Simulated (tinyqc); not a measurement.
Bound state in one dimension: Numerov shooting, finite differences, DVR, step by step. Computed by tinyqc, a small Python program that keeps every step. Settings: points = 96. Command: `OMP_NUM_THREADS=1 python tinyqc.py 22786 22787 out.jsonl` (the two numbers bound the seeds that draw the settings). One thread of a shared host (Intel(R) Xeon(R) Processor @ 2.60GHz), about 0.01 s of CPU time with the checks.

## Numerov steps at E = -6.66

One particle of mass 1 in V = -6.8 exp(-x^2/2.23^2) (atomic units), psi = 0 at both ends:
```
parameter                value
left end                    -7
right end                    7
intervals                   96
h                     0.145833
state sought (nodes)         2
```

k_i = 2 m (E - V_i); (1 + h^2 k_(i+1)/12) y_(i+1) = 2 (1 - 5 h^2 k_i/12) y_i - (1 + h^2 k_(i-1)/12) y_(i-1), from y_0 = 0, y_1 = 0.001.

Points along the way:
```
i         x          V         k            y
0   -7.0000  -3.57e-04  -13.3193       0.0000
1   -6.8542    -0.0005  -13.3189       0.0010
2   -6.7083    -0.0008  -13.3184       0.0023
3   -6.5625    -0.0012  -13.3176       0.0042
4   -6.4167    -0.0017  -13.3166       0.0074
5   -6.2708    -0.0025  -13.3150       0.0128
32  -2.3333    -2.2753   -8.7695   14266.3397
33  -2.1875    -2.5978   -8.1243   22152.4417
34  -2.0417    -2.9409   -7.4383   33896.7665
35  -1.8958    -3.3008   -6.7184   51036.2620
36  -1.7500    -3.6733   -5.9734   75498.6936
37  -1.6042    -4.0530   -5.2141  109574.1128
```

## Bisection on the node count

With more sign changes than the state has nodes (the last point included) the energy is too high, else too low; the bracket starts as -6.66 to -0.05.

Trials:
```
trial          E  sign changes  y at the right end   next
1      -3.355000             2            1.65e+07  raise
2      -1.702500             4            5.57e+03  lower
3      -2.528750             3           -5.79e+05  lower
4      -2.941875             3           -2.84e+06  lower
5      -3.148438             3           -1.18e+06  lower
6      -3.251719             2            4.10e+06  raise
7      -3.200078             2            8.32e+05  raise
8      -3.174258             3           -3.05e+05  lower
9      -3.187168             2            2.27e+05  raise
10     -3.180713             3           -4.74e+04  lower
11     -3.183940             2            8.78e+04  raise
12     -3.182327             2            1.97e+04  raise
13     -3.181520             3           -1.40e+04  lower
14     -3.181923             2            2.80e+03  raise
...          ...           ...                 ...    ...
28     -3.181856             2            2.67e-01  raise
29     -3.181856             3           -2.46e-01  lower
30     -3.181856             2            1.07e-02  raise
```

eigenvalue = -3.181856 hartree

## The same grid by other methods

Three-point finite differences and the sine-DVR kinetic matrix of Colbert and Miller on the same points.

Lowest levels (hartree):
```
state  finite differences      DVR
0                 -6.0126  -6.0110
1                 -4.5199  -4.5131
2                 -3.1962  -3.1818
3                 -2.0538  -2.0319
4                 -1.1117  -1.0861
```
